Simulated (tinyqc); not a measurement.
Hubbard ring of 3 sites, step by step. One step of it, computed by the program tinyqc.

Problem. The many-body Hamiltonian. Basis: all placements (u, d, 2, 0 on each site), up operators ordered before down ones; hops carry the sign of the same-spin electrons passed.

one-body matrix (hopping and site energies) (eV), order 1, 2, 3:
$$\begin{pmatrix}
-0.760000 & -1.280000 & -1.280000 \\
-1.280000 & 0.670000 & -1.280000 \\
-1.280000 & -1.280000 & 0.030000
\end{pmatrix}$$

U = 7.000000 eV

electrons, up and down: [2, 1]

Give: H.

Solution.

H (eV):
```
        2u0     u20     uud     20u     udu     u02     duu     02u
2u0   6.150  -1.280  -1.280  -1.280   0.000   0.000   1.280   0.000
u20  -1.280   7.580  -1.280   0.000  -1.280   0.000   0.000   1.280
uud  -1.280  -1.280  -0.060   0.000   0.000  -1.280   0.000   0.000
20u  -1.280   0.000   0.000   5.510  -1.280  -1.280  -1.280   0.000
udu   0.000  -1.280   0.000  -1.280  -0.060  -1.280   0.000  -1.280
u02   0.000   0.000  -1.280  -1.280  -1.280   6.300   0.000   0.000
duu   1.280   0.000   0.000  -1.280   0.000   0.000  -0.060  -1.280
02u   0.000   1.280   0.000   0.000  -1.280   0.000  -1.280   8.370
0u2   0.000   0.000   1.280   0.000   0.000  -1.280  -1.280  -1.280

        0u2
2u0   0.000
u20   0.000
uud   1.280
20u   0.000
udu   0.000
u02  -1.280
duu  -1.280
02u  -1.280
0u2   7.730
```
